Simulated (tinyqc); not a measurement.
Trap-assisted generation and recombination current of an abrupt junction: one step, computed by the program tinyqc.

Depletion approximation, flat quasi-Fermi levels across the depleted layer, long neutral regions with minority lifetimes tau_n and tau_p, full ionisation and Boltzmann statistics. Voltages in exponents stand for e V.

Problem. Depleted layer under reverse bias. W = sqrt(2 eps eps_0 (V_bi - V)(1/N_A + 1/N_D)/e), x_p = W N_D/(N_A + N_D), x_n = W - x_p, peak field F_m = 2 (V_bi - V)/W; reverse bias means V = -V_r.

Inputs (values chosen for the exercise, with bands and screening modelled on germanium):
```
quantity                   value   unit
gap E_g                    0.664     eV
electron mass m_e          0.224    m_0
valleys M_c                    4      -
dielectric constant eps     15.9      -
acceptor density N_A     3.4e+16  cm^-3
donor density N_D        6.2e+18  cm^-3
reverse bias V_r             6.1      V
temperature T                350      K
```

Field enhancement: Hurkx tunnelling factor.

V_bi = 0.4850090 V

Constants: eps_0 = 8.8541878128e-12 F/m; e = 1.602176634e-19 C.

Give: W; x_p; x_n; peak field F_m.

Solution.

W = 585.00 nm

x_p = 581.81 nm

x_n = 3.1906 nm

peak field F_m = 2.2513e+05 V/cm

Caution: one side is doped near or above its effective density of states, so Boltzmann statistics understate V_bi. Caution: at such a field avalanche multiplication or band-to-band tunnelling, left out here, may dominate the reverse current.
